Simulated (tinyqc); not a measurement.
What moves the results: two-band k.p model of the X valleys of a zinc-blende crystal. A value that a table varies takes the place of the one given here.

k along the valley axis, counted from X, c = hbar^2/2m0, e = c k^2/ml. H = [[e - D/2, i P k], [-i P k, e + D/2]] with P^2 = D0 c/ml, so E = e -/+ sqrt(D^2/4 + D0 e). For D = 0 (diamond lattice) the bands cross at X.

With x = D/D0: for x < 1 the minima lie at k_m = sqrt(ml D0 (1 - x^2)/(4 c)), the hump at X has the height dE = (D0/4)(1 - x)^2 and the mass at the minimum is ml/(1 - x^2); the mass at X is ml/(1 - 1/x), negative for x < 1. For x > 1 the minimum is at X.

Thermal masses along the axis for one X point, lower band, E from the minimum, on 1601 points from -0.8 to 0.8 1/angstrom: density-of-states mass m_d = c I^2/(pi kT), I = integral of exp(-E/kT) dk; conductivity mass m_c = 2 c kT/<(dE/dk)^2> with central differences.

Constants: hbar^2/2m0 = 3.80998211 eV angstrom^2; kB = 8.617333262e-05 eV/K.

Values chosen for the exercise (of the order of those of AlAs; shifted at random, so the results belong to these values and not to a real crystal):

| symbol | value | unit | meaning |
|---|---|---|---|
| D0 | 0.12 | eV | coupling energy |
| ml | 0.612 | m0 | mass along the axis from remote bands |
| D | 0.327 | eV | splitting of the two conduction levels at X |
| T | 50 | K | temperature |

## From the diamond lattice to a polar crystal

D is varied at fixed D0 and ml.

Results:

| x | D (eV) | k_m (1/angstrom) | dE (meV) | mass at the minimum |
|---|---|---|---|---|
| 0.00 | 0.000 | 0.0694 | 30.00 | 0.612 |
| 0.30 | 0.036 | 0.0662 | 14.70 | 0.673 |
| 0.60 | 0.072 | 0.0555 | 4.80 | 0.956 |
| 0.80 | 0.096 | 0.0417 | 1.20 | 1.700 |
| 0.90 | 0.108 | 0.0303 | 0.30 | 3.221 |
| 1.10 | 0.132 | 0.0000 | 0.00 | 6.732 |
| 1.30 | 0.156 | 0.0000 | 0.00 | 2.652 |
| 2.00 | 0.240 | 0.0000 | 0.00 | 1.224 |
| 4.00 | 0.480 | 0.0000 | 0.00 | 0.816 |

What can be read from the table?

At D = 0 the minima lie 0.0694 1/angstrom from X under a cusp of D0/4 = 30 meV, the pattern of silicon. The hump shrinks as (1 - x)^2, faster than k_m, so at x = 0.9 it is only 0.30 meV although k_m is still 44 % of its first value. The mass diverges at x = 1 from both sides (3.22 at 0.9, 6.73 at 1.1), where the band is quartic.

## Temperature

Thermal masses against T.

Results:

| T (K) | kT (meV) | m_d | m_c |
|---|---|---|---|
| 10 | 0.86 | 0.966 | 0.964 |
| 20 | 1.72 | 0.964 | 0.962 |
| 50 | 4.31 | 0.961 | 0.955 |
| 100 | 8.62 | 0.955 | 0.945 |
| 200 | 17.23 | 0.946 | 0.927 |
| 300 | 25.85 | 0.937 | 0.913 |
| 500 | 43.09 | 0.923 | 0.891 |

What does this show?

m_d goes from 0.966 to 0.923 and m_c goes from 0.964 to 0.891. Both start from the edge mass 0.967 and tend to ml = 0.612 for kT far above D0. 

## What each parameter does

Shape of the lower band and thermal masses. Each row changes one parameter from the base and keeps the others.

Results:

| case | k_m (1/angstrom) | dE (meV) | m_d (m0) | m_c (m0) |
|---|---|---|---|---|
| base | 0.0000 | 0.000 | 0.961 | 0.955 |
| D = 0.3172 eV | 0.0000 | 0.000 | 0.977 | 0.971 |
| D0 = 0.1236 eV | 0.0000 | 0.000 | 0.977 | 0.971 |
| ml = 0.6304 m0 | 0.0000 | 0.000 | 0.990 | 0.984 |
| T = 51.5 K | 0.0000 | 0.000 | 0.961 | 0.955 |

What does this show?

The largest shifts from the base row, up to three for each result and ties (the steps differ in size, so this ranks the rows, not the parameters). k_m (1/angstrom): unchanged at the printed digits by D, D0, ml and T. dE (meV): unchanged at the printed digits by D, D0, ml and T. m_d (m0): ml +0.029, D +0.017, D0 +0.016; unchanged at the printed digits by T. m_c (m0): ml +0.029, D +0.016, D0 +0.016; unchanged at the printed digits by T.

Computed by tinyqc, a small Python program: `OMP_NUM_THREADS=1 python tinyqc.py 1881202 1881203 out.jsonl` (the numbers bound the seed that draws the inputs); one thread of a shared host (Intel(R) Xeon(R) Processor @ 2.30GHz), about 0.01 s for the whole set of steps.
